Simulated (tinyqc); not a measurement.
# Gain factor and gap resistance from two string resistances

Question. At small bit-line voltage each of the 48 cells has the resistance 1/(K x) at overdrive x (no mobility reduction) in series with a gap resistance Rg. Find K, Rg and the share of the gaps at the higher overdrive.

resistance of a string of 48 equal cells at overdrives of 3.1 and 8 V (kohm): [5001.9097, 2038.2000]

Solution. The resistance per cell is a straight line in 1/x with slope 1/K and intercept Rg.

K = 3.20 uA/V^2
Rg = 3.40 kohm
share of the gaps = 8.01 %

Numbers from tinyqc (`OMP_NUM_THREADS=1 python tinyqc.py 2142167 2142168 out.jsonl`; about 0.4 s on one thread of a shared Intel Xeon 2.30GHz).
